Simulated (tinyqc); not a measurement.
# Inputs raised by 2 %, one at a time

Model: self-heating of a transistor with one or more fingers, with temperature-dependent conductivity. Computed by tinyqc, a small Python program. Command: `OMP_NUM_THREADS=1 python tinyqc.py 3022383 3022384 out.jsonl selfheat sens`. One thread of a shared host (Intel(R) Xeon(R) Processor @ 2.30GHz), about 0.3 s of CPU time with the checks.

N long parallel fingers lie on the top face of a slab whose bottom is held at T_0; the top is otherwise insulated, and heat flows in two dimensions. P in W/mm is 1000 P in W/m.

Inputs (values chosen for the exercise, modelled on gallium arsenide):
```
quantity                                      value           unit
conductivity at the base temperature kappa_0   42.4        W/(m K)
exponent m in kappa ~ T^-m                     1.26              -
base temperature T_0                            323              K
power per gate width P                         0.31           W/mm
fingers N                                         2              -
finger pitch s                                   32     micrometre
width of the heat source w                     0.71     micrometre
substrate thickness t                           110     micrometre
phonon free path Lambda                          72             nm
heat capacity C                                 1.8  1e6 J/(m^3 K)
pulse length                                   0.59    microsecond
```

Power: fixed power.

Method:
- A line source of power P on the top face raises the top at distance x by (P/(pi kappa_0)) g(x), g(x) = -ln tanh(pi x/(4 t)) (the image sum for the slab). On a strip of width w the centre sees the mean of g over the strip, g_0 = 1 + ln(8 t/(pi w)) for w much below t.
- theta_i = (P/(pi kappa_0)) [g_0 + sum over j != i of g(|i - j| s)], with equal powers and constant conductivity; thermal resistance = largest theta/P.
- Kirchhoff transformation for kappa = kappa_0 (T/T_0)^-m: T = T_0 [1 - (m - 1) theta/T_0]^(-1/(m - 1)), where theta is the linear rise.
- The bracket vanishes at the power P T_0/((m - 1) theta).
- Near a source smaller than the free path, Fourier's law overstates the flow. Rough estimate: a strip that emits phonons into a half space adds a resistance times area of 4 Lambda/(3 kappa_0), from the ballistic flux C v Delta T/4 with kappa_0 = C v Lambda/3, so Delta T_b = 4 Lambda P/(3 kappa_0 w); Knudsen number Lambda/w.
- After switching on, theta(tau) = (P D/kappa_0) int_0^tau X(u) Z(u) du at the hottest finger, D = kappa_0/C; X = sum over fingers at distance x of [erf((x + w/2)/r) - erf((x - w/2)/r)]/(2 w), Z = sum_(j=-200..200) (-1)^j exp(-(2 j t/r)^2)/sqrt(pi D u), r = 2 sqrt(D u); trapezoid rule on 300 points evenly spaced in ln u from u_0 = 1e-3 min(tau, w^2/D) to tau, plus the exact piece 2 sqrt(u_0/(pi D))/w below u_0. Conductivity and power are held at their base values here, and Fourier's law is used even where the diffusion length is near a phonon free path.

Runs; columns: (1) input moved; (2) from; (3) to; (4) thermal resistance (K mm/W); (5) true rise (K); (6) ballistic rise Delta T_b (K); (7) linear rise after the pulse (K):
```
(1)                                                      (2)     (3)     (4)     (5)     (6)     (7)
base run                                                   -       -  63.596  20.497  0.9886  8.7422
conductivity at the base temperature kappa_0 (W/(m K))  42.4  43.248  62.349  20.079  0.9692  8.5933
exponent m in kappa ~ T^-m                              1.26  1.2852  63.596  20.513  0.9886  8.7422
power per gate width P (W/mm)                           0.31  0.3162  63.596  20.923  1.0083  8.9170
finger pitch s (micrometre)                               32   32.64  63.452  20.449  0.9886  8.7422
substrate thickness t (micrometre)                       110   112.2  63.888  20.595  0.9886  8.7422
phonon free path Lambda (nm)                              72   73.44  63.596  20.497  1.0083  8.7422
pulse length (microsecond)                              0.59  0.6018  63.596  20.497  0.9886  8.7652
```

Exponents ln(y'/y) / ln(x'/x):
```
input                                         thermal resistance  true rise  ballistic rise Delta T_b  linear rise after the pulse
conductivity at the base temperature kappa_0              -1.000     -1.039                        -1                       -0.868
exponent m in kappa ~ T^-m                                 0.000      0.041                         0                        0.000
power per gate width P                                     0.000      1.040                         1                        1.000
finger pitch s                                            -0.114     -0.119                         0                        0.000
substrate thickness t                                      0.232      0.241                         0                        0.000
phonon free path Lambda                                    0.000      0.000                         1                        0.000
pulse length                                               0.000      0.000                         0                        0.133
```

Among the inputs moved here: thermal resistance answers most in size to conductivity at the base temperature kappa_0 (exponent -1.000), next to substrate thickness t (+0.232); its exponent is below 0.0005 for exponent m in kappa ~ T^-m, power per gate width P, phonon free path Lambda, pulse length. Its exponent -1.000 in conductivity at the base temperature kappa_0: the linear problem scales as 1/kappa_0. Its exponent 0.000 in power per gate width P: R is defined for the linear problem. True rise answers most in size to power per gate width P (exponent +1.040), and about equally to conductivity at the base temperature kappa_0 (-1.039); its exponent is below 0.0005 for phonon free path Lambda, pulse length. Its exponent +1.040 in power per gate width P: the linear regime. Ballistic rise Delta T_b answers most in size to conductivity at the base temperature kappa_0 (exponent -1.000), and about equally to power per gate width P (+1.000), phonon free path Lambda (+1.000); its exponent is below 0.0005 for exponent m in kappa ~ T^-m, finger pitch s, substrate thickness t, pulse length. Linear rise after the pulse answers most in size to power per gate width P (exponent +1.000), next to conductivity at the base temperature kappa_0 (-0.868); its exponent is below 0.0005 for exponent m in kappa ~ T^-m, finger pitch s, substrate thickness t, phonon free path Lambda.
